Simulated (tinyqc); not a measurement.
Raising U: Hubbard chain of 4 sites, mean field against exact. Computed by the program tinyqc. Command: `OMP_NUM_THREADS=1 python tinyqc.py 111935 111936 out.jsonl`; one thread of a shared host (Intel(R) Xeon(R) Processor @ 2.60GHz), about 6 s.

one-body matrix (hopping and site energies) (eV):
```
,1,2,3,4
1,-0.1000,-0.9400,0.0000,0.0000
2,-0.9400,-0.2400,-0.9400,0.0000
3,0.0000,-0.9400,0.1100,-0.9400
4,0.0000,0.0000,-0.9400,0.0000
```

electrons, up and down: 2  1

Collinear unrestricted mean field (the lowest of 40 random starts) against exact diagonalisation.

Exact and mean-field results (eV):
```
U,U/t,E exact,E mean field,mean |n_up - n_down|,"double occupancy, exact",first gap in the sector
0.470,0.500,-3.59416,-3.58317,0.250,0.112,0.953
0.940,1.000,-3.39663,-3.35348,0.250,0.098,0.911
1.880,2.000,-3.07394,-2.91583,0.279,0.074,0.800
2.820,3.000,-2.83214,-2.53718,0.380,0.055,0.690
3.760,4.000,-2.65128,-2.25888,0.499,0.042,0.595
5.640,6.000,-2.40888,-1.93779,0.626,0.025,0.455
7.520,8.000,-2.25943,-1.80814,0.729,0.016,0.363
11.280,12.000,-2.09026,-1.72485,0.741,0.008,0.255
18.800,20.000,-1.94209,-1.66000,0.747,3.05e-03,0.158
```

In absolute terms mean field is worst at U/t = 6.0, 0.471 eV too high: at small U it is nearly exact, and at large U it still misses the motion of the hole through a fluctuating spin background. Relative to the exact energy its error is 0.3 % at the smallest U, 20 % at most and 15 % at the largest. The double occupancy falls from 0.112 to 0.003.
